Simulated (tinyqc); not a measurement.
# Random telegraph noise from one oxide trap in a small MOSFET: two studies

An acceptor-like trap exchanges electrons with the channel. Inversion charge Q = Cox u, u = n Vt W0(exp((Vg - VT)/(n Vt))), W0 the Lambert function, n = nf, Cox = eps0 eox/tox; linear regime Id = (W/L) mu Q Vd. Relative to threshold the surface potential rises by Vt ln(u/u0) and the oxide voltage by the rest of Vg - VT, with u0 = n Vt W0(1).

Inputs (values chosen for the exercise); values of the order met in silicon transistors: temperature T = 200 K; relative permittivity of the gate insulator (close to silicon dioxide) eox = 3.9; insulator thickness tox = 2 nm; depth of the trap from the channel interface xt = 0.63 nm; trap level above the channel Fermi level at threshold E0 = 0.01 eV; capture prefactor s0 = 9e-17 cm^2; capture barrier (lattice relaxation) EB = 0.24 eV; tunnelling decay length lt = 0.19 nm; thermal velocity vth = 1.2e7 cm/s; thickness of the inversion layer zi = 1.7 nm; threshold voltage VT = 0.52 V; body factor nf = 1.22; gate width W = 260 nm; gate length L = 170 nm; mobility mu = 360 cm^2/(V s); scattering coefficient of the charged trap asc = 2.4e-16 V s; drain voltage Vd = 0.02 V; gate voltage Vg = 0.48 V.

Constants: q = 1.602176634e-19 C, kB = 1.380649e-23 J/K, Vt = kB T/q, eps0 = 8.8541878128e-14 F/cm where lengths are in cm. Results are converted to the units shown.

Each table varies one quantity; the others keep the values above.

## Time constants and noise against gate voltage

N = Cox u/q; dpsi = Vt ln(u/u0); E = E0 - dpsi - (xt/tox)(Vg - VT - dpsi); capture time tc = 1/[(N/zi) vth s0 exp(-xt/lt - EB/Vt)]; emission time te = tc exp(-E/Vt); occupancy te/(tc + te). A = W L; threshold step dV = q (1 - xt/tox)/(Cox A); gm/Id = 1/(u + n Vt); relative step dI/I = (gm/Id) dV + asc mu/A. fc = (1/tc + 1/te)/(2 pi); rms = (dI/I) sqrt(tc te)/(tc + te).

Time constants and noise against gate voltage:

| Vg (V) | E (eV) | tc (s) | te (s) | occupancy | dI/I (%) | fc (Hz) | rms dI/I (%) |
|---|---|---|---|---|---|---|---|
| 0.3 | 0.1961 | 747.5 | 0.008539 | 1.142e-5 | 0.7035 | 18.64 | 0.002378 |
| 0.36 | 0.1435 | 43.11 | 0.01041 | 2.414e-4 | 0.7032 | 15.30 | 0.01092 |
| 0.42 | 0.09105 | 2.505 | 0.01271 | 0.005051 | 0.6977 | 12.58 | 0.04946 |
| 0.48 | 0.03991 | 0.1632 | 0.01610 | 0.08984 | 0.6243 | 10.86 | 0.1785 |
| 0.54 | -0.002706 | 0.02189 | 0.02561 | 0.5392 | 0.3657 | 13.49 | 0.1823 |
| 0.6 | -0.03397 | 0.007678 | 0.05512 | 0.8777 | 0.2004 | 23.62 | 0.06565 |
| 0.66 | -0.05989 | 0.004237 | 0.1369 | 0.9700 | 0.1328 | 38.73 | 0.02266 |
| 0.72 | -0.08348 | 0.002849 | 0.3616 | 0.9922 | 0.1000 | 56.31 | 0.008810 |
| 0.78 | -0.1058 | 0.002124 | 0.9869 | 0.9979 | 0.08140 | 75.11 | 0.003768 |

tc falls from 748 to 0.00212 s as the channel fills and te rises from 0.00854 to 0.987 s; they are equal at Vg = 0.536 V, where E = 0. The rms noise goes from 0.00238 through a maximum of 0.182 (at Vg = 0.54 V among the rows listed) to 0.00377 %. The slope -Vt d ln(tc/te)/dVg is 0.876 between the first two rows and 0.373 between the last two; it tends to xt/tox = 0.315 only when the surface potential stops moving.

## Effect of the capture barrier

Same model as above.

The same in every row: E (eV) = 0.03991; occupancy = 0.08984; dI/I (%) = 0.6243; rms dI/I (%) = 0.1785.

Result of one run:

| EB (eV) | tc (s) | te (s) | fc (Hz) |
|---|---|---|---|
| 0.1 | 4.839e-5 | 4.776e-6 | 3.661e4 |

What becomes of these results when the capture barrier (lattice relaxation) EB is changed from 0.1 to 0.6 eV, all else the same?

Result of the changed run:

| EB (eV) | tc (s) | te (s) | fc (Hz) |
|---|---|---|---|
| 0.6 | 1.924e8 | 1.899e7 | 9.208e-9 |

The whole series:

| EB (eV) | tc (s) | te (s) | fc (Hz) |
|---|---|---|---|
| 0.1 | 4.839e-5 | 4.776e-6 | 3.661e4 |
| 0.2 | 0.01602 | 0.001581 | 110.6 |
| 0.3 | 5.303 | 0.5234 | 0.3341 |
| 0.4 | 1756 | 173.3 | 0.001009 |
| 0.5 | 5.812e5 | 5.737e4 | 3.048e-6 |
| 0.6 | 1.924e8 | 1.899e7 | 9.208e-9 |
| 0.7 | 6.369e10 | 6.287e9 | 2.781e-11 |

As EB goes from 0.1 to 0.7, tc rises from 4.84e-5 to 6.37e10 s, te rises from 4.78e-6 to 6.29e9 s and dI/I stays at 0.624 %. The barrier scales both times alike and leaves the occupancy unchanged.

Range of the model: VT is taken as given; short-channel effects and the uneven flow of current among few electrons are left out.

Computed by the program tinyqc: `OMP_NUM_THREADS=1 python tinyqc.py 2710124 2710125 out.jsonl`, one thread of a shared Intel Xeon 2.30GHz, about 0.01 s for the whole run.
